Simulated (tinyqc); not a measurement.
p-n heterojunction, non-linear Poisson equation by Newton steps, Fermi-Dirac statistics: one step of the calculation.

One dimension, material 1 (p-type) at x < 0 and material 2 (n-type) at x > 0. Band edges: Ec = -psi in material 1 and -psi + dEc in material 2, Ev = Ec - Eg. Flat quasi-Fermi levels: 0 for holes, +V for electrons. n = Nc F((EFn - Ec)/Vt), p = Nv F((Ev - EFp)/Vt), with F(eta) = F_1/2(eta) = (2/sqrt(pi)) int_0^infinity sqrt(u) du/(1 + exp(u - eta)) (Fermi-Dirac statistics); full ionisation, no interface charge, classical densities; the doping types are chosen for the exercise.

Task. Offsets and end potentials. dEv = Ev1 - Ev2 = Eg2 - Eg1 - dEc. Neutrality of the majority carriers far from the junction: Nv1 F((-psi_L - Eg1)/Vt) = N1 and Nc2 F((V + psi_R - dEc)/Vt) = N2. Total bending psi_R - psi_L.

Parameters, values chosen for the exercise; band and dielectric values those of a made-up pair: temperature T = 300 K; band gap of material 1 Eg1 = 3.78 eV; valence-band density of states of material 1 Nv1 = 4.69e19 cm^-3; band gap of material 2 Eg2 = 3.97 eV; conduction-band density of states of material 2 Nc2 = 2.88e18 cm^-3; conduction-band offset Ec2 - Ec1 dEc = 0.34 eV; acceptor density of material 1 N1 = 1.7e18 cm^-3; donor density of material 2 N2 = 4.3e16 cm^-3; bias of side 1 against side 2 V = 0.74 V.

Constants: q = 1.602176634e-19 C, kB = 1.380649e-23 J/K, Vt = kB T/q. Results are converted to the units shown.

Find: dEv; psi_L; psi_R; psi_R - psi_L.

Result.

dEv = -0.1500 eV
psi_L = -3.695 V
psi_R = -0.5086 V
psi_R - psi_L = 3.186 V

The alignment is staggered (type II): dEc and dEv have opposite signs.

Computed by the program tinyqc: `OMP_NUM_THREADS=1 python tinyqc.py 2040111 2040112 out.jsonl`, one thread of a shared Intel Xeon 2.30GHz, about 0.4 s for the whole run.
